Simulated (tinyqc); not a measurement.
Mass anisotropy: shallow donor in an anisotropic valley (effective-mass theory).

One valley: H = -c [(d2/dx2 + d2/dy2)/mt + (d2/dz2)/ml] - q/(eps r), c = hbar^2/2m0, q = e^2/(4 pi eps0). Trial function exp(-sqrt((x^2 + y^2)/a^2 + z^2/b^2)) with a > b: T = (c/3)(2/(mt a^2) + 1/(ml b^2)), V = -(q/eps) atan(u/b)/u, u = sqrt(a^2 - b^2). The central cell of the impurity is left out.

Constants: hbar^2/2m0 = 3.80998211 eV angstrom^2; e^2/(4 pi eps0) = 14.39964547 eV angstrom; Ry = 13.60569312 eV; a0 (Bohr radius) = 0.5291772105 angstrom.

Inputs chosen for the exercise (out of a larger set: near those of AlAs; not measured data): mt = 0.198 m0 (transverse mass); eps = 10.2 (dielectric constant); xs = (1.5, 2.2, 3.5, 6.3, 8.2, 27, 54, 290) (ratios ml/mt).

mt and eps fixed, ml varied. Energies in units of Ry*(mt) = Ry mt/eps^2 and lengths in a*(mt) = a0 eps/mt; the last two columns use one mass, 3/(1/ml + 2/mt) or (ml mt^2)^(1/3).

Results:
```
ml/mt   a/a*    b/a  binding  conductivity mass  density-of-states mass
1.50   0.920  0.866    1.139              1.125                   1.145
2.20   0.855  0.756    1.276              1.222                   1.301
3.50   0.788  0.642    1.446              1.312                   1.518
8.20   0.692  0.477    1.765              1.414                   2.017
27.0   0.600  0.317    2.194              1.473                   3.000
54.0   0.562  0.250    2.421              1.486                   3.780
290    0.502  0.141    2.877              1.497                   6.619
```

Give the missing row, ml/mt = 6.30.

Computed row:
```
ml/mt   a/a*    b/a  binding  conductivity mass  density-of-states mass
6.30   0.718  0.523    1.666              1.390                   1.847
```

The binding grows from 1.14 to 2.88 Ry*(mt); for ml going to infinity the exact problem becomes two-dimensional, with 4 Ry*. The conductivity mass saturates at 1.5 and underbinds, by 17 % at ml/mt = 6.3; the density-of-states mass errs by +11 % there and by +130 % in the last row. With these mt and eps one unit is 25.89 meV.

(tinyqc, `OMP_NUM_THREADS=1 python tinyqc.py 1252538 1252539 out.jsonl`, Intel(R) Xeon(R) Processor @ 2.30GHz, 1 thread, shared host, about 0.01 s.)
